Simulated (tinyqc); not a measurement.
# From cohesive energy E_c back to hopping xi

Model: Gupta-type many-body potential for a metal. Computed by tinyqc, a small Python program. Command: `OMP_NUM_THREADS=1 python tinyqc.py 3029056 3029057 out.jsonl gupta inv`. One thread of a shared host (Intel(R) Xeon(R) Processor @ 2.30GHz), about 0.03 s of CPU time with the checks.

E_i = sum_j A exp(-p (r_ij/r0 - 1)) - xi rho_i^gamma, with rho_i = sum_j exp(-2 q (r_ij/r0 - 1)); gamma = 1/2 is the tight-binding second-moment form. The crystal is fcc unless stated; d is the neighbour distance and a fixed number of shells is kept.

Inputs (values chosen for the exercise, modelled on lead):
```
quantity,value,unit
repulsion A,0.0949,eV
decay p,9.66,-
decay q,3.58,-
reference distance r0,3.501,angstrom
shells kept,1,-
embedding exponent gamma,0.5,-
```

Constants: 1 eV/angstrom^3 = 160.2176634 GPa.

Method. fcc shells: d sqrt(k), k = 1..5, with 12, 6, 24, 12, 24 atoms; Omega = d^3/sqrt2. Equilibrium: dE/dd = 0; B = d^2 E''(d)/(9 Omega).

Question. A run gave the result below. Find the hopping xi, known to lie between 0.73 and 1.3 eV.

cohesive energy E_c = 1.61953 eV

Answer.

Each step takes the trial c = (a f_b - b f_a)/(f_b - f_a), f being the result less the target and a, b, c the logarithms of the listed values; c replaces end b, the old b replaces a if the sign of f changed, and otherwise f_a is halved.

Scan of the range:
```
hopping xi (eV),cohesive energy E_c (eV)
0.730,1.41909
0.804,1.65437
0.885,1.92693
0.974,2.24381
1.070,2.60525
1.180,3.04349
1.300,3.54976
```

False position (Illinois rule, in the logarithm of the input) inside the bracket:
```
step,end a,end b,trial,cohesive energy E_c (eV)
1,0.730000,0.804000,0.792585,1.61721
2,0.804000,0.792585,0.793292,1.61951
3,0.804000,0.793292,0.793307,1.61955
4,0.793292,0.793307,0.793300,1.61953
```

Cohesive energy E_c rises at every point of a 13-point scan of the range (every second point is shown), so one value fits; it is bracketed by 0.730 and 0.804. The scan shows a pure power law with exponent 1.589, so scaling from any one row also gives the answer directly. Answer: hopping xi = 0.7933 eV.
